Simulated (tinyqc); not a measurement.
Grain-boundary trapping model (Seto) of a polycrystalline semiconductor film: one step, computed by the program tinyqc.

Grains of equal size L are joined by thin boundaries with one trap level. Trapped carriers deplete a width W on each side and raise a barrier, crossed by thermionic emission. Dopants are fully ionised, statistics are non-degenerate and mu_g does not depend on T.

Question. Resistivity and effective mobility. Boundary: sigma_b = L e^2 n_0 exp(-e V_B/k_B T)/sqrt(2 pi m k_B T); drift through the grain, depleted parts included: rho_g = [(1 - 2W/L) + (2W/L) int_0^1 exp(y^2 s^2) ds]/(e n_0 mu_g); rho = 1/sigma_b + rho_g. Mean carrier density n_av = n_0 [(1 - 2W/L) + (2W/L) (sqrt(pi)/2) erf(y)/y], y = sqrt(e V_B/k_B T); effective mobility 1/(e n_av rho).

Inputs (values chosen for the exercise, modelled on polycrystalline SiGe):

| quantity | value | unit |
|---|---|---|
| effective mass m | 0.28 | m_0 |
| grain size L | 67 | nm |
| doping N | 4.3e+16 | 1/cm^3 |
| mobility inside the grains mu_g | 250 | cm^2/(V s) |
| temperature T | 250 | K |

Grain interior: resistance included.

depletion width W = 33.5 nm

barrier V_B = 0.03234119 V

E_F = -0.2896988 eV

centre density n_0 = 1.759049e+13 1/cm^3

Constants: k_B = 8.617333262e-05 eV/K; m_0 = 9.1093837015e-31 kg; k_B = 1.380649e-23 J/K; e = 1.602176634e-19 C.

Give: boundary resistivity; drift resistivity rho_g; resistivity rho; mean carrier density; effective mobility.

Answer.

boundary resistivity = 1103 ohm cm

drift resistivity rho_g = 2607 ohm cm

resistivity rho = 3711 ohm cm

mean carrier density = 1.167e+13 1/cm^3

effective mobility = 144.2 cm^2/(V s)

A single crystal with the same N and mu_g would have 0.581 ohm cm, a factor 6390 lower.
